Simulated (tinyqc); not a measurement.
Inside a calculation: band-to-band tunnelling across a p-n junction in a two-band chain. Values are carried at full precision from step to step, so a last printed digit may differ when a step is redone from the rounded ones.

Sites alternate A at -Eg/2 and C at +Eg/2 with hopping -t; near the edges, with k counted from the zone boundary pi/a, E^2 = (Eg/2)^2 + (t a k)^2, so t = sqrt(c Eg/m)/a gives the mass m, c = hbar^2/2m0. In the gap cosh(q a) = 1 + (Eg^2/4 - e^2)/(2 t^2), e the energy from the local mid-gap. The potential is V0 = Eg + ov on the p side (left), 0 on the n side, and falls linearly over the 2N sites of the junction, V_j = V0 (1 - j/(2N + 1)), j = 1 to 2N, site 1 being A. E = Eg/2 + x ov. A half chain that ends on a site of level e1 with neighbour e2 has g = (1 + z)/(E - e1), z = exp(-/+ i k a) the root with Im g < 0, cos(k a) = (E - e1)(E - e2)/(2 t^2) - 1. S_L = t^2 g (ending on C, shifted by V0), S_R = t^2 g (starting on A). T = 4 Im(S_L) Im(S_R) |G_(1,2N)|^2.

Constants: hbar^2/2m0 = 3.80998211 eV angstrom^2.

Values chosen for the exercise (gap and mass near those of InGaAs; not measured data):

| symbol | value | unit | meaning |
|---|---|---|---|
| Eg | 0.769 | eV | gap |
| m | 0.0424 | m0 | mass of electron and light hole |
| a | 5 | angstrom | period (two sites) |
| ov | 0.26 | eV | overlap: top of the valence band on the p side above the conduction edge on the n side |
| N | 3 |  | periods in the small junction |
| x | 0.54 |  | energy above the n-side conduction edge, as a share of ov |

## Hopping, field and tunnelling length

Form t, V0, E, the field F = V0/((2N + 1) a/2) (1 V/angstrom = 100 MV/cm) and the length Eg/F over which E lies in the gap.

t = 1.6625 eV
V0 = 1.0290 eV
E = 0.5249 eV
F = 5.880 MV/cm
tunnelling length = 13.08 angstrom

So short a junction keeps the matrix small; its field is above the 1 to 3 MV/cm of tunnel diodes.

## Self-energies of the two sides

Form cos(k a) and S for each side.

cos(k a): left -0.980775, right -0.976903

S_L, S_R (eV): -0.05980-0.60700i  0.07020-0.64946i

## Recursive Green function

g_1 = 1/(E - e_1 - S_L); g_j = 1/(E - e_j - t^2 g_(j-1)), with S_R also subtracted at the last site; G_1j = G_1(j-1) (-t) g_j, G_11 = g_1; e_j is the site level plus V_j. The self-energies stand in the order S_L, S_R.

Sweep:

| j | e_j (eV) | g_j (1/eV) | G_1j (1/eV) |
|---|---|---|---|
| 1 | 0.4975 | 0.2319-1.6141i | 0.2319-1.6141i |
| 2 | 1.1195 | -0.0576-0.2082i | 0.5809-0.0745i |
| 3 | 0.2035 | 0.8551-1.0235i | -0.6991+1.0942i |
| 4 | 0.8255 | -0.1764-0.1873i | -0.5459+0.1032i |
| 5 | -0.0905 | 0.7429-0.3487i | 0.6143-0.4440i |
| 6 | 0.5315 | -0.2983-0.2259i | 0.4715+0.0106i |

T = 0.3507

## WKB for the same field

T = exp(-2 I/F), I = integral of q de across the gap. Continuum: q = sqrt(Eg^2/4 - e^2)/(t a), I = pi Eg^2/(8 t a). Lattice: q from the cosh formula, 12 Gauss-Legendre points in u with e = (Eg/2) sin(u), u from -pi/2 to pi/2. F in V/angstrom is the value in MV/cm over 100.

I (eV/angstrom): continuum 0.027936, lattice 0.027890

T by WKB: continuum 0.3867, lattice 0.3873

The chain gives 0.3507, 0.906 times the lattice WKB value; the exponent is only 0.95, and reflections at the two kinks of the potential count.

## Checks

- G_(1,2N) from the sweep against inversion of the whole matrix (size): both 0.47159.

Run: tinyqc, `OMP_NUM_THREADS=1 python tinyqc.py 1450660 1450661 out.jsonl`; Intel(R) Xeon(R) Processor @ 2.30GHz, one thread, shared host; about 0.01 s of CPU time with all checks.
